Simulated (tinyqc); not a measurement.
# Narrowing from the saturation current

Question. A uniform n-type emitter has J0 = (q p0 D/L)(s + tanh(W/L))/(1 + s tanh(W/L)), D = mup Vt, s = S L/D, and p0 = (ni^2/N) exp(dE_app/kB T), where dE_app = dEg + kB T ln[(N/Nc) exp(-eta)]. Find p0, dE_app and dEg.

Parameters, values chosen for the exercise; band and dielectric values close to those of silicon:
- T = 300 K (temperature)
- Nc = 2.79e19 cm^-3 (conduction-band density of states at 300 K)
- N = 1.3e20 cm^-3 (ionised donor density)
- mup = 110 cm^2/(V s) (minority-hole mobility)
- W = 800 nm (emitter width)
- S = 6.8e5 cm/s (recombination velocity at the contact)

Constants: q = 1.602176634e-19 C, kB = 1.380649e-23 J/K, Vt = kB T/q. Results are converted to the units shown.

J0 = 169.85304 fA/cm^2
L = 334.92099 nm
ni = 1.5779197e10 cm^-3
converged eta = 3.0919556

Answer. J0 gives p0, its ratio to ni^2/N gives dE_app, and the degeneracy term is taken off.

p0 = 12.32 cm^-3
dE_app = 48.13 meV
dEg = 88.28 meV

tinyqc, about 0.01 s, one thread, Intel Xeon 2.30GHz (shared host): `OMP_NUM_THREADS=1 python tinyqc.py 2330055 2330056 out.jsonl`
